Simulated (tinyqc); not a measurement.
Worked calculation: Hubbard chain of 4 sites. Computed by tinyqc, a small Python program that keeps every step. Settings: hopping = 0.51, U = 9.1, mixing = 1, iteration cap = 80. Command: `OMP_NUM_THREADS=1 python tinyqc.py 31399 31400 out.jsonl` (the two numbers bound the seeds that draw the settings). One thread of a shared host (Intel(R) Xeon(R) Processor @ 2.60GHz), about 0.1 s of CPU time with the checks. Later iterations appear only in the table of the cycle.

## Mean-field iteration 1

one-body matrix (hopping and site energies) (eV):
```
,1,2,3,4
1,-0.220000,-0.510000,0.000000,0.000000
2,-0.510000,0.260000,-0.510000,0.000000
3,0.000000,-0.510000,-0.180000,-0.510000
4,0.000000,0.000000,-0.510000,0.570000
```

U = 9.100000 eV

electrons, up and down: 2  2

mixing = 1

n(up) at the start (a guess, not normalised): 1 0.950000, 2 0.050000, 3 0.950000, 4 0.050000

n(down) at the start (a guess): 1 0.050000, 2 0.950000, 3 0.050000, 4 0.950000

H(up) = T + U n(down), H(down) = T + U n(up); fill the lowest levels; n(new) = n + mixing (n(out) - n); E = tr T (rho up + rho down) + U sum n_up n_down of the output.

levels, up (eV): 0.180458  0.241009  8.961584  9.246949

levels, down (eV): 0.645115  0.993665  8.445770  8.545450

energy = 0.259845 eV

n(up) after iteration 1: 1 0.996610, 2 0.006778, 3 0.993421, 4 0.003191

n(down) after iteration 1: 1 0.004265, 2 0.991570, 3 0.008739, 4 0.995425

## Mean-field iteration 2

As before.

levels, up (eV): -0.219958  -0.143093  9.335809  9.657242

levels, down (eV): 0.258221  0.570817  8.863708  8.937254

energy = 0.258202 eV

n(up) after iteration 2: 1 0.997146, 2 0.005733, 3 0.994419, 4 0.002703

n(down) after iteration 2: 1 0.003502, 2 0.993043, 3 0.007183, 4 0.996272

## Mean-field iteration 3

As before.

levels, up (eV): -0.227942  -0.156013  9.349043  9.664911

levels, down (eV): 0.248884  0.566364  8.869428  8.945324

energy = 0.258201 eV

n(up) after iteration 3: 1 0.997158, 2 0.005704, 3 0.994447, 4 0.002691

n(down) after iteration 3: 1 0.003491, 2 0.993069, 3 0.007157, 4 0.996283

## Convergence

Each step fills the lowest levels of T + U n(other spin) and sets n(new) = n + mixing (n(out) - n); stop when output and input agree to 1e-8.

Course of the cycle:
```
iteration,E (eV),largest |n(out) - n(in)|,mean |n_up - n_down|
1,0.25984467,4.68e-02,0.988513
2,0.25820222,1.56e-03,0.990439
3,0.25820142,2.85e-05,0.990479
4,0.25820142,7.25e-07,0.990479
5,0.25820142,1.30e-08,0.990479
6,0.25820142,3.28e-10,0.990479
```

local moments n_up - n_down: 1 0.993668, 2 -0.987366, 3 0.987291, 4 -0.993593

Converged in 6 iterations. Before convergence this energy mixes input and output and is not variational, so it may rise towards its limit.

## Exact diagonalisation (36 states)

Lowest levels of the sector, and the double occupancy of the lowest state.

lowest levels (eV): 0.161674  0.236519  0.316199  0.357551  0.396508  0.430000

double occupancy per site = 0.007253

The mean-field solution above lies 0.0965 eV above the exact energy.

## The lowest level by Lanczos steps

From a random start vector (not printed): a_j = <q_j|H|q_j>, b_j = norm of the remainder after orthogonalising; the Ritz value is the lowest eigenvalue of the tridiagonal matrix of a and b so far.

Lanczos:
```
j,a_j (eV),b_j (eV),lowest Ritz value (eV)
1,7.115569,6.544066,7.11556899
2,10.005614,6.454205,1.85888357
3,11.914318,1.631250,0.22589079
4,13.286479,4.868165,0.19739064
5,13.897645,4.352918,0.19299137
6,3.622726,4.422406,0.18917848
7,13.874927,4.350119,0.17655511
8,11.836616,1.188087,0.16494181
9,11.041783,5.844980,0.16470102
10,9.657163,6.401301,0.16457831
```
